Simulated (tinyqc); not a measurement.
What moves the results: cyclotron resonance of ellipsoidal valleys, Ge type. A value that a table varies takes the place of the one given here.

Valleys along [111], [-111], [1-11], [11-1], mass ml along the axis and mt across it. B lies in the (1-10) plane, b = (sin(theta)/sqrt2, sin(theta)/sqrt2, cos(theta)). For the angle phi between B and the axis, 1/mc^2 = cos^2(phi)/mt^2 + sin^2(phi)/(mt ml). Resonance: h nu = 2 muB B/mc, h = 2 pi hbar.

Constants: hbar = 6.58211957e-16 eV s; muB = 5.788381798e-05 eV/T.

Values chosen for the exercise (near those of Ge; the results hold for these values, not for the real material):

| symbol | value | unit | meaning |
|---|---|---|---|
| ml | 1.654 | m0 | longitudinal mass |
| mt | 0.086 | m0 | transverse mass |
| ths | (0, 20, 35, 50, 65, 80, 90) | degrees | angles |
| g1 | 13.42 |  | Luttinger gamma1 |
| g2 | 4.23 |  | gamma2 |
| g3 | 5.67 |  | gamma3 |
| theta | 9 | degrees | angle of B from [001] towards [110] |
| nu | 140 | GHz | microwave frequency |

## Rotating the field

mc against theta; [-111] and [1-11] stay equal in this plane.

Cyclotron masses (m0):

| theta (degrees) | [111] | [-111] | [11-1] |
|---|---|---|---|
| 0 | 0.1418 | 0.1418 | 0.1418 |
| 20 | 0.1034 | 0.1495 | 0.2507 |
| 35 | 0.0911 | 0.1674 | 0.3771 |
| 50 | 0.0863 | 0.2013 | 0.2555 |
| 65 | 0.0873 | 0.2612 | 0.1610 |
| 80 | 0.0946 | 0.3467 | 0.1191 |
| 90 | 0.1040 | 0.3772 | 0.1040 |

All valleys give one line at theta = 0, B along [001], with mc = 0.1418. The [111] valley reaches mt at 54.7 degrees, and [11-1] reaches its largest value sqrt(ml mt) = 0.3772 at 35.3 degrees, where B is perpendicular to it; the listed maximum of that branch is 0.3771. The pair [-111], [1-11] reaches the same value at 90 degrees.

## Heavy and light holes (cyclotron masses of warped hole bands)

E = c k^2 f(n) with f = g1 -/+ 2 sqrt(g2^2 + 3 (g3^2 - g2^2)(nx^2 ny^2 + ny^2 nz^2 + nz^2 nx^2)). For the orbit through k = 0 perpendicular to b = (sin(theta)/sqrt2, sin(theta)/sqrt2, cos(theta)), mc is the mean of 1/f over the directions n in that plane (180 evenly spaced angles). Quantum effects of the lowest levels are left out.

Cyclotron masses (m0):

| theta (degrees) | heavy | light |
|---|---|---|
| 0 | 0.2742 | 0.0435 |
| 20 | 0.3016 | 0.0428 |
| 35 | 0.3435 | 0.0420 |
| 50 | 0.3657 | 0.0415 |
| 65 | 0.3644 | 0.0416 |
| 80 | 0.3603 | 0.0419 |
| 90 | 0.3595 | 0.0421 |

The heavy mass varies by 33 % over the table, with its largest listed value at 50 degrees ([111] lies at 54.7) and its smallest at 0; the light mass varies by 4.8 %. The warping term enters both with the same size, but it is set against a small inverse mass in one and a large one in the other (along [111], g1 - 2 g3 = 2.08 and g1 + 2 g3 = 24.76).

## What each parameter does

Resonance fields B = h nu mc/(2 muB) of the valleys [111], [-111] and [11-1]. Each row changes one parameter from the base and keeps the others.

Results:

| case | [111] (T) | [-111] (T) | [11-1] (T) |
|---|---|---|---|
| base | 0.6000 | 0.7166 | 0.8823 |
| ml = 1.902 m0 | 0.6021 | 0.7212 | 0.8926 |
| mt = 0.077 m0 | 0.5387 | 0.6449 | 0.7974 |
| theta = 5 degrees | 0.6426 | 0.7114 | 0.7949 |
| nu = 154 GHz | 0.6600 | 0.7883 | 0.9706 |

The largest shifts from the base row, up to three for each result and ties (the steps differ in size, so this ranks the rows, not the parameters). [111] (T): mt -0.0613, nu +0.0600, theta +0.0426. [-111] (T): mt -0.0717, nu +0.0717, theta -0.0052. [11-1] (T): nu +0.0882, theta -0.0874, mt -0.0850.

Computed by tinyqc, a small Python program: `OMP_NUM_THREADS=1 python tinyqc.py 1281184 1281185 out.jsonl` (the numbers bound the seed that draws the inputs); one thread of a shared host (Intel(R) Xeon(R) Processor @ 2.30GHz), about 0.01 s for the whole set of steps.
